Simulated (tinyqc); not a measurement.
Sweep of a uniaxial [110] stress: six-band Luttinger-Kohn model with strain.

Six-band Luttinger-Kohn model in the basis |3/2,3/2>, |3/2,1/2>, |3/2,-1/2>, |3/2,-3/2>, |1/2,1/2>, |1/2,-1/2>, electron energies, zero at the top of the unstrained valence band. H = -[rows: (P+Q, -S, R, 0, -S/r2, r2 R); (-S*, P-Q, 0, R, -r2 Q, r32 S); (R*, 0, P-Q, S, r32 S*, r2 Q); (0, R*, S*, P+Q, -r2 R*, -S*/r2); (-S*/r2, -r2 Q, r32 S, -r2 R, P+Dso, 0); (r2 R*, r32 S*, r2 Q, -S/r2, 0, P+Dso)], r2 = sqrt(2), r32 = sqrt(3/2). Levels are twofold.

P = c g1 k^2 - av tr(e); Q = c g2 (kx^2 + ky^2 - 2 kz^2) - (b/2)(exx + eyy - 2 ezz); R = c sqrt3 [-g2 (kx^2 - ky^2) + 2i g3 kx ky] + (sqrt3/2) b (exx - eyy) - i d exy; S = 2 c sqrt3 g3 (kx - i ky) kz - d (exz - i eyz); c = hbar^2/2m0, e the strain tensor (not engineering shear).

s11 = (C11 + C12)/((C11 - C12)(C11 + 2 C12)), s12 = -C12/((C11 - C12)(C11 + 2 C12)), s44 = 1/C44; exx = s11 sxx + s12 (syy + szz) and cyclic, exy = s44 sxy/2; tension is positive. A uniaxial stress X along the unit vector n is s_ij = X n_i n_j.

Constants: hbar^2/2m0 = 3.80998211 eV angstrom^2.

Inputs chosen for the exercise (near those of Si; shifted at random, so the results belong to these values and not to a real crystal): Dso = 0.043 eV (spin-orbit splitting); g1 = 4.29 (Luttinger gamma1); g2 = 0.34 (gamma2); g3 = 1.44 (gamma3); av = 2.41 eV (valence hydrostatic potential); b = -2.16 eV (tetragonal shear potential); d = -4.88 eV (trigonal shear potential); C11 = 167.2 GPa; C12 = 63.3 GPa; C44 = 80.4 GPa; load = uniaxial [110] (kind of stress).

Edges at k = 0 and curvature masses of the top pair along [110] and [001] (step 0.0002 1/angstrom); at zero stress the top is fourfold and has no single curvature.

Edges and masses:

| X (GPa) | top (eV) | second (eV) | third (eV) | splitting (meV) | m [110] | m [001] |
|---|---|---|---|---|---|---|
| -2.10 | 0.0486 | -0.0549 | -0.0883 | 103.5 | 0.114 | 0.275 |
| -1.40 | 0.0298 | -0.0368 | -0.0705 | 66.7 | 0.116 | 0.274 |
| -0.70 | 0.0125 | -0.0185 | -0.0542 | 31.0 | 0.122 | 0.270 |
| 0.00 | 0.0000 | 0.0000 | -0.0430 | 0.0 | - | - |
| 1.40 | 0.0376 | 0.0140 | -0.0602 | 23.6 | 0.414 | 0.204 |
| 2.10 | 0.0567 | 0.0300 | -0.0780 | 26.7 | 0.387 | 0.200 |

Give the missing row, X (GPa) = 0.70.

Computed row:
```
X (GPa)  top (eV)  second (eV)  third (eV)  splitting (meV)  m [110]  m [001]
0.70       0.0187       0.0013     -0.0458             17.4    0.448    0.209
```

The splitting reaches 103.5 meV under compression and 26.7 meV under the same tension; linear shear terms alone would make the two equal, and the difference comes from the coupling to the split-off band. At the ends of the sweep the top pair has a mass along [110] of 0.114 under compression and 0.387 under tension, so compression gives the lighter holes along [110]; along [001] it has 0.275 and 0.200. The top edge itself moves by +49 and +57 meV.

(tinyqc, `OMP_NUM_THREADS=1 python tinyqc.py 1051367 1051368 out.jsonl`, Intel(R) Xeon(R) Processor @ 2.30GHz, 1 thread, shared host, about 0.2 s.)
